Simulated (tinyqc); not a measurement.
Formation energy of a charged point defect from supercell energies: one step, computed by the program tinyqc.

The host is a compound AB. Making the defect adds n_A = 0, n_B = -1 atoms to the cell. All total energies are inputs. E_F is counted from the valence-band maximum (VBM); x = 0 is A-rich and x = 1 B-rich growth.

Question. Image-charge corrections. Image-charge correction of a point charge in a neutralising background: E_corr = q^2 alpha e^2/(4 pi eps_0) / (2 eps L), alpha = 2.888462 for a bcc array with L the cube root of the volume.

Inputs (values chosen for the exercise, for a model compound AB): dielectric constant eps = 7.48; cell length L = 20.7 angstrom.

Defect: vacancy of B. Supercell lattice: bcc.

charge states q: [0, -1, -2]

Constants: e^2/(4 pi eps_0) = 14.39964548 eV angstrom.

Give: E_corr.

Answer.

E_corr (eV): (q=0) 0.0000, (q=-1) 0.1343, (q=-2) 0.5373
